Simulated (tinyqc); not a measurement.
# Worked calculation: p-n diode with diffusion and depletion-layer recombination

Program tinyqc, `OMP_NUM_THREADS=1 python tinyqc.py 2260039 2260040 out.jsonl`; Intel Xeon 2.30GHz, shared host, one thread, about 0.01 s. Printed values are rounded.

Abrupt junction in the depletion approximation, low injection, full ionisation, neutral widths fixed, ohmic contact on the p side. Vj is the junction voltage; where a series resistance Rs is given, V = Vj + J Rs is the terminal voltage.

Values chosen for this exercise; band and dielectric values close to those of silicon: temperature T = 450 K; band gap Eg = 1.1 eV; relative permittivity eps_r = 11.8; conduction-band density of states at T Nc = 5.2e19 cm^-3; valence-band density of states at T Nv = 4.91e19 cm^-3; acceptor density Na = 6.9e16 cm^-3; donor density Nd = 1.5e17 cm^-3; electron mobility in the p side mun = 880 cm^2/(V s); hole mobility in the n side mup = 240 cm^2/(V s); electron lifetime tn = 1e-6 s; hole lifetime tp = 2e-9 s; neutral width of the p side wp = 0.9 um; neutral width of the n side wn = 78 um; recombination velocity at the n contact Sp = 1e7 cm/s; series resistance Rs = 0.018 ohm cm^2; trap level above the intrinsic level Et = 0 eV; junction voltage at which recombination is evaluated Vj = 0.35 V; terminal voltage V = 0.26 V.

Constants: q = 1.602176634e-19 C, kB = 1.380649e-23 J/K, Vt = kB T/q, eps0 = 8.8541878128e-14 F/cm where lengths are in cm. Results are converted to the units shown.

## Diffusion lengths and saturation currents

ni = sqrt(Nc Nv) exp(-Eg/(2 Vt)), Eg in volts; D = mu Vt; Ln = sqrt(Dn tn), Lp = sqrt(Dp tp); J0n = q ni^2 Dn coth(wp/Ln)/(Ln Na); J0p = (q ni^2 Dp/(Lp Nd)) (s + tanh(wn/Lp))/(1 + s tanh(wn/Lp)), s = Sp Lp/Dp.

ni = 3.497949e13 cm^-3
Ln = 58.41630 um
Lp = 1.364311 um
J0n = 0.001077329 A/cm^2
J0p = 8.915168e-5 A/cm^2

wp/Ln = 0.015 and wn/Lp = 57; electrons carry 92.4 % of the diffusion current.

## Recombination in the depleted layer

ni = sqrt(Nc Nv) exp(-Eg/(2 Vt)), Eg in volts. Vbi = Vt ln(Na Nd/ni^2), W = sqrt(2 eps0 eps_r (Vbi - Vj)(1/Na + 1/Nd)/q), xp = W Nd/(Na + Nd), xn = W Na/(Na + Nd); u(x) = q Na (x + xp)^2/(2 eps0 eps_r) for x < 0 and Vbi - Vj - q Nd (xn - x)^2/(2 eps0 eps_r) for x > 0; p = Na exp(-u/Vt), n = Nd exp((u - Vbi + Vj)/Vt); U = ni^2 (exp(Vj/Vt) - 1)/(tp (n + ni exp(Et/Vt)) + tn (p + ni exp(-Et/Vt))); J_scr = q times the integral of U from -xp to xn. Trapezoid rule on 15 equal steps.

W = 86.08538 nm

```
point,x (nm),u (V),n (cm^-3),p (cm^-3),U (cm^-3 s^-1)
0,-58.96259,0.0000000,1.474366e14,6.9e16,1.473434e20
1,-53.22356,0.0017425,1.542129e14,6.596808e16,1.541117e20
2,-47.48454,0.0069700,1.764682e14,5.764852e16,1.763387e20
3,-41.74551,0.0156826,2.209239e14,4.604812e16,2.207272e20
4,-36.00649,0.0278801,3.025863e14,3.362058e16,3.022294e20
5,-30.26746,0.0435627,4.534052e14,2.243717e16,4.526253e20
6,-24.52844,0.0627303,7.432829e14,1.368675e16,7.412148e20
7,-18.78941,0.0853829,1.333068e15,7.631366e15,1.326352e21
8,-13.05039,0.1115206,2.615658e15,3.889320e15,2.588534e21
9,-7.31136,0.1411432,5.614874e15,1.811818e15,5.474367e21
10,-1.57234,0.1742509,1.318650e16,7.714805e14,1.221259e22
11,4.16669,0.2079283,3.142681e16,3.237086e14,2.412624e22
12,9.90571,0.2344448,6.226892e16,1.633741e14,3.149573e22
13,15.64474,0.2533851,1.014830e17,1.002446e14,3.007125e22
14,21.38377,0.2647493,1.360401e17,7.478039e13,2.663430e22
15,27.12279,0.2685373,1.5e17,6.782086e13,2.524858e22
```

J_scr = 0.01367053 A/cm^2

With 2000 steps J_scr = 0.01367 A/cm^2; the coarse value is 0.018 % below it. U is largest at x = 9.91 nm among these points; the peak lies where tp n = tn p. On the fine grid U peaks at 3.175e22 cm^-3 s^-1, and J_scr/(q U_max) is 31.2 % of W, the effective width of the recombining zone.

## Starting value

Vj = Vt ln(V/(Rs J0)), the value at which all of V would drop over Rs.

Vj at the start = 0.3654467 V

## Iteration 1: new Vj

J0 = J0n + J0p = 0.001166480 A/cm^2

Diffusion current alone: J = J0 (exp(Vj/Vt) - 1), g = Vj + J Rs - V, g' = 1 + Rs J0 exp(Vj/Vt)/Vt, Vj(new) = Vj - g/g'.

J = 14.44328 A/cm^2
g = 0.3654257 V
g' = 7.704833
Vj after iteration 1 = 0.3180186 V

## Iteration 2: new Vj

As before.

J = 4.250207 A/cm^2
g = 0.1345223 V
g' = 2.973406
Vj after iteration 2 = 0.2727768 V

## Course of the iteration

Stop when the step is below 1e-10 V, or after 80 iterations.

Course of the iteration:
```
iteration,Vj before the step (V),step (V)
1,0.3654467,-0.0474
2,0.3180186,-0.0452
3,0.2727768,-0.0227
4,0.2501165,-2.52e-3
5,0.2475992,-2.07e-5
6,0.2475785,-1.35e-9
7,0.2475785,0
```

Converged in 7 iterations.
